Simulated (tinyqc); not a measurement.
# Error from band bending against W

In A the levels shift by pb (1 - z/W)^2 for z < W. The signal from depth z is weighted by exp(-z/le)/le, so the centroid shifts by pb [1 - 2/a + (2/a^2)(1 - exp(-a))], a = W/le, and the error of iA against its value at the interface is that less pb.

Inputs (values chosen for the exercise): band bending in A at the interface pb = 0.35 V; escape depth le = 3.5 nm.

Results:
```
W (nm)       a  centroid shift (eV)  error (meV)
2.8     0.8000              0.07730       -272.7
5        1.429               0.1208       -229.2
8.6      2.457               0.1711       -178.9
15       4.286               0.2243       -125.7
45       12.86               0.2998       -50.21
79       22.57               0.3204       -29.64
140      40.00               0.3329       -17.06
240      68.57               0.3399       -10.06
```

Estimate the missing row, W = 26 nm.

Computed row:
```
W (nm)      a  centroid shift (eV)  error (meV)
26      7.429               0.2684       -81.55
```

With this row back in the table: The size of the error falls from 273 to 10.1 meV; for large a it is 2 |pb|/a. It is below 50 meV, a typical accuracy of the method, in 3 of the 9 rows. Heavily doped substrates and deep-probing photons need the correction.

tinyqc, about 0.01 s, one thread, Intel Xeon 2.30GHz (shared host): `OMP_NUM_THREADS=1 python tinyqc.py 2410109 2410110 out.jsonl`
